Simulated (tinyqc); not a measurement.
Square on-chip spiral inductor, lumped pi model: one step of the calculation.

Outer diameter do = di + 2 n wd + 2 (n - 1) sp, mean da = (do + di)/2, fill p = (do - di)/(do + di), length l = 4 n da. L = 2.34 mu0 n^2 da/(1 + 2.75 p), mu0 = 4 pi 1e-7 H/m. Rs = rho l/(wd delta (1 - exp(-th/delta))), delta = sqrt(rho/(pi f mu0)). Cs = n wd^2 eps0 eo/hu across the coil. At each end Cox = l wd eps0 eo/(2 ho) leads to the substrate branch Rsi = 2 rs he/(l wd) in parallel with Csi = l wd eps0 11.7/(2 he). With one end grounded Y = 1/(Rs + i w L) + i w Cs + 1/[1/(i w Cox) + 1/(1/Rsi + i w Csi)], w = 2 pi f; Q = -Im Y/Re Y. Eddy currents in neighbouring turns and in the substrate are left out.

Problem. Admittance, quality factor and apparent inductance. Series branch 1/(Rs + i w L), substrate branch, total Y, Q = -Im Y/Re Y, apparent inductance Im(1/Y)/w, metal-only value w L/Rs, share of the loss in the substrate Re(substrate branch)/Re Y.

Parameters, values chosen for the exercise:

| symbol | value | unit | meaning |
|---|---|---|---|
| f | 1.1 | GHz | frequency |

L = 0.86261942 nH
Rs = 0.98674595 ohm
Cs = 7.5629521 fF
Cox = 21.694276 fF
Rsi = 68.767908 ohm
Csi = 15.064294 fF

Wanted: series branch; substrate branch; Y; Q; apparent inductance; w L/Rs; share of the loss in the substrate.

Solution.

series branch = 27.0-163.3i mS
substrate branch = 0.0015+0.1499i mS
Y = 27.0-163.1i mS
Q = 6.034
apparent inductance = 0.8636 nH
w L/Rs = 6.042
share of the loss in the substrate = 0.005720 %

Q is 99.9 % of the metal-only value.

Computed by the program tinyqc: `OMP_NUM_THREADS=1 python tinyqc.py 2302081 2302082 out.jsonl`, one thread of a shared Intel Xeon 2.30GHz, about 0.01 s for the whole run.
